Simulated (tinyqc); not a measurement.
Finnis-Sinclair potential for a bcc metal: fit to cohesion and elasticity, then vacancy, surfaces and structure. From A back to target C44. Computed by tinyqc, a small Python program. Command: `OMP_NUM_THREADS=1 python tinyqc.py 3112570 3112571 out.jsonl fsfit inv`. One thread of a shared host (Intel(R) Xeon(R) Processor @ 2.30GHz), about 0.01 s of CPU time with the checks.

E = (1/2) sum V(r) - A sqrt(rho), rho = sum phi(r), phi = (r - d)^2 for r < d, V = (r - c)^2 (c0 + c1 r + c2 r^2) for r < c. In bcc the 8 first neighbours lie at sqrt(3) a/2 and the 6 second at a; both cut-offs lie below the third shell; Omega = a^3/2; E is per atom and z the number of atoms in a shell. The four constants A, c0, c1, c2 are fitted to E_c, zero pressure, B and C12 - C44 alone, so C44 and C11 - C12 are not matched singly; defects are unrelaxed.

Inputs (values chosen for the exercise, modelled on niobium): lattice constant a = 3.3 angstrom; target C12 = 135 GPa; density cut-off d/a = 1.181.

Constants: 1 eV/angstrom^3 = 160.2176634 GPa.

Method. rho = sum z phi, rho1 = sum z r phi', rho2 = sum z r^2 phi''. At zero pressure the effective pair part V + 2 F' phi obeys C12 = C44, so C12 - C44 = F'' (rho1/3)^2/Omega with F'' = A/(4 rho^(3/2)); this gives A.

Problem. A run gave the result below. Find the target C44, known to lie between 13 and 40 GPa.

A = 3.072049 eV/angstrom

Solution.

Each step takes the trial c = (a f_b - b f_a)/(f_b - f_a), f being the result less the target and a, b, c the logarithms of the listed values; c replaces end b, the old b replaces a if the sign of f changed, and otherwise f_a is halved.

Scan of the range:
```
target C44 (GPa)  A (eV/angstrom)
13.0                      3.44255
15.7                      3.36636
18.9                      3.27606
22.8                      3.16601
27.5                      3.03339
33.2                      2.87255
40.0                      2.68067
```

False position (Illinois rule, in the logarithm of the input) inside the bracket:
```
step    end a    end b    trial  A (eV/angstrom)
1     22.8000  27.5000  26.0379          3.07465
2     27.5000  26.0379  26.1277          3.07211
3     27.5000  26.1277  26.1322          3.07199
4     26.1277  26.1322  26.1300          3.07205
```

A falls at every point of a 13-point scan of the range (every second point is shown), so one value fits; it is bracketed by 22.8 and 27.5. The scan shows a straight line, so linear interpolation between any two rows gives the answer at once. Answer: target C44 = 26.13 GPa.
